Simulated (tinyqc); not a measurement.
Coherent transport through a tight-binding region between two chains, step by step. One step of it, computed by the program tinyqc.

Task: Transmission at E = -0.71 eV. Surface Green function g = (E - i sqrt(4 t^2 - E^2)) / (2 t^2); self-energy tc^2 g on each contact site; G = (E - H - Sigma)^(-1); Gamma = -2 Im Sigma; T = Gamma_L Gamma_R |G_LR|^2; local density of states -Im G_ii / pi.

H of the central region (eV):
$$\begin{pmatrix}
-0.800000 & -2.040000 & 0.000000 & 0.000000 & 0.000000 & -2.040000 \\
-2.040000 & -0.350000 & -2.040000 & 0.000000 & 0.000000 & 0.000000 \\
0.000000 & -2.040000 & 0.650000 & -2.040000 & 0.000000 & 0.000000 \\
0.000000 & 0.000000 & -2.040000 & 0.440000 & -2.040000 & 0.000000 \\
0.000000 & 0.000000 & 0.000000 & -2.040000 & -0.740000 & -2.040000 \\
-2.040000 & 0.000000 & 0.000000 & 0.000000 & -2.040000 & -0.640000
\end{pmatrix}$$

Leads: semi-infinite chains with site energy 0:
```
parameter                           value
lead hopping t (eV)              2.870000
coupling to the left lead (eV)   1.320000
coupling to the right lead (eV)  1.380000
left contact site                       1
right contact site                      6
```

E = -0.710000 eV

Give: g; G; local density of states; transmission.

Result:

g = -0.0431-0.3458i 1/eV

G (1/eV):
$$\begin{pmatrix}
0.0845-0.0475i & 0.2186+0.0053i & -0.0460+0.0484i & -0.2493+0.0270i & -0.0946-0.0333i & 0.2507-0.0265i \\
0.2186+0.0053i & 0.0858-0.0362i & 0.2867-0.0117i & 0.1053+0.0284i & -0.2273+0.0277i & -0.1020-0.0288i \\
-0.0460+0.0484i & 0.2867-0.0117i & 0.0966-0.0505i & 0.2679-0.0219i & 0.0545+0.0381i & -0.2687+0.0214i \\
-0.2493+0.0270i & 0.1053+0.0284i & 0.2679-0.0219i & 0.0733-0.0430i & 0.2636-0.0023i & -0.0772+0.0431i \\
-0.0946-0.0333i & -0.2273+0.0277i & 0.0545+0.0381i & 0.2636-0.0023i & 0.0942-0.0394i & 0.2252+0.0029i \\
0.2507-0.0265i & -0.1020-0.0288i & -0.2687+0.0214i & -0.0772+0.0431i & 0.2252+0.0029i & 0.0738-0.0431i
\end{pmatrix}$$

local density of states (1/eV): [0.0151, 0.0115, 0.0161, 0.0137, 0.0126, 0.0137]

transmission = 0.1008
